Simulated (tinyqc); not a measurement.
## Square on-chip spiral inductor, lumped pi model: effect of the number of turns

Outer diameter do = di + 2 n wd + 2 (n - 1) sp, mean da = (do + di)/2, fill p = (do - di)/(do + di), length l = 4 n da. L = 2.34 mu0 n^2 da/(1 + 2.75 p), mu0 = 4 pi 1e-7 H/m. Rs = rho l/(wd delta (1 - exp(-th/delta))), delta = sqrt(rho/(pi f mu0)). Cs = n wd^2 eps0 eo/hu across the coil. At each end Cox = l wd eps0 eo/(2 ho) leads to the substrate branch Rsi = 2 rs he/(l wd) in parallel with Csi = l wd eps0 11.7/(2 he). With one end grounded Y = 1/(Rs + i w L) + i w Cs + 1/[1/(i w Cox) + 1/(1/Rsi + i w Csi)], w = 2 pi f; Q = -Im Y/Re Y. Eddy currents in neighbouring turns and in the substrate are left out.

Peak Q and its frequency from a search over f; self-resonance where Im Y = 0; Q at the given f (negative beyond resonance).

Inputs (values chosen for the exercise); values of the order met in silicon radio-frequency processes:
- wd = 8 um (line width)
- sp = 2 um (space between turns)
- di = 40 um (inner diameter)
- th = 0.9 um (metal thickness)
- rho = 2.2 uohm cm (metal resistivity)
- ho = 7.2 um (oxide below the coil)
- hu = 1.4 um (oxide between coil and underpass)
- eo = 3 (relative permittivity of the oxide)
- rs = 100 ohm cm (substrate resistivity)
- he = 30 um (effective spreading depth in the substrate)
- f = 3.5 GHz (frequency)

Constants: eps0 = 8.8541878128e-12 F/m. Results are converted to the units shown.

Result of one run:
```
n	L (nH)	do (um)	peak Q	f of the peak (GHz)	self-resonance (GHz)	Q at f
5.5	3.222	146.0	11.05	8.396	19.20	7.518
```

What becomes of these results when the number of turns n is changed from 5.5 to 3.5, all else the same?

Result of the changed run:
```
n	L (nH)	do (um)	peak Q	f of the peak (GHz)	self-resonance (GHz)	Q at f
3.5	1.172	106.0	15.87	19.56	43.25	5.830
```

The whole series:
```
n	L (nH)	do (um)	peak Q	f of the peak (GHz)	self-resonance (GHz)	Q at f
1.5	0.2094	66.00	23.23	77.39	171.9	3.386
2.5	0.5778	86.00	19.24	34.68	76.28	4.702
3.5	1.172	106.0	15.87	19.56	43.25	5.830
4.5	2.038	126.0	13.18	12.37	27.74	6.792
5.5	3.222	146.0	11.05	8.396	19.20	7.518
6.5	4.771	166.0	9.360	5.986	14.00	7.872
8.5	9.151	206.0	6.931	3.369	8.268	6.923
```

As n goes from 1.5 to 8.5, L rises from 0.209 to 9.15 nH, the peak Q falls from 23.2 to 6.93, its frequency falls from 77.4 to 3.37 GHz and the self-resonance falls from 172 to 8.27 GHz.

Computed by the program tinyqc: `OMP_NUM_THREADS=1 python tinyqc.py 2302161 2302162 out.jsonl`, one thread of a shared Intel Xeon 2.30GHz, about 0.01 s for the whole run.
